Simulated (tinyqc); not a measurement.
Stark shift: graded (staircase) quantum well by finite differences.

Finite differences on points z_i at the centres of cells of width h: H_ii = (c/h^2)(1/m_(i-1/2) + 1/m_(i+1/2)) + V_i, H_(i,i+1) = -(c/h^2)/m_(i+1/2), where m_(i+1/2) is the mean of the masses at the two points (the end values are repeated outwards), psi = 0 on the points beyond both ends, c = hbar^2/2m0. The field adds e F (z - z0) with z0 the middle of the structure; 1 kV/cm = 1e-5 eV/angstrom.

Constants: hbar^2/2m0 = 3.80998211 eV angstrom^2.

Parameters, chosen for this exercise (out of a larger set: near those of an InGaAs well in InP; not measured data):
- layers = ((36, 0.254, 0.0816), (12, 0.113, 0.0586), (12, 0.028, 0.0448), (12, 0, 0.0402), (12, 0.028, 0.0448), (12, 0.113, 0.0586), (36, 0.254, 0.0816)) (each layer: thickness in angstrom, band edge in eV, mass in m0)
- hf = 0.75 angstrom (cell width of the fine grid)
- Fs = (0, 16.7, 33.3, 50, 66.7, 83.3, 100) kV/cm (fields)

Fine grid. Perturbation theory: dE1 = e F z_11 - beta (e F)^2 with beta = sum_j z_1j^2/(E_j - E_1) over the 13 next levels at zero field, z from z0.

Levels against field:
```
F (kV/cm)  E1 (eV)  E2 (eV)  dE1 (meV)  second order (meV)  <z - z0> (angstrom)  E2 - E1 (meV)
0           0.1081   0.3336       0.00                0.00                  0.0          225.5
16.7        0.1080   0.3335      -0.04               -0.04                 -0.5          225.4
33.3        0.1079   0.3331      -0.16               -0.16                 -1.0          225.2
50.0        0.1077   0.3326      -0.37               -0.37                 -1.5          224.9
83.3        0.1071   0.3310      -1.02               -1.02                 -2.5          223.9
100         0.1066   0.3299      -1.47               -1.47                 -3.0          223.3
```

Give the missing row, F (kV/cm) = 66.7.

Computed row:
```
F (kV/cm)  E1 (eV)  E2 (eV)  dE1 (meV)  second order (meV)  <z - z0> (angstrom)  E2 - E1 (meV)
66.7        0.1074   0.3319      -0.65               -0.65                 -2.0          224.5
```

z_11 = 0.00 angstrom
beta = 1471 angstrom^2/eV

At zero field the state is centred, so the shift starts as F^2; it turns linear only if the state is pulled to one side. At 100 kV/cm E1 has moved by -1.47 meV, where second order gives -1.47 meV; they differ by 0.2 % there. The electron moves by -3.0 angstrom, against the rise of the potential. From 0 kV/cm on E2 lies above the lowest point of the outer barrier, so it is a resonance or a state of the finite grid, held or pushed up by its ends. E2 - E1 shrinks with the field; the ends are 225.5 and 223.3 meV.

Run: tinyqc, `OMP_NUM_THREADS=1 python tinyqc.py 1281353 1281354 out.jsonl`; Intel(R) Xeon(R) Processor @ 2.30GHz, one thread, shared host; about 0.02 s of CPU time with all checks.
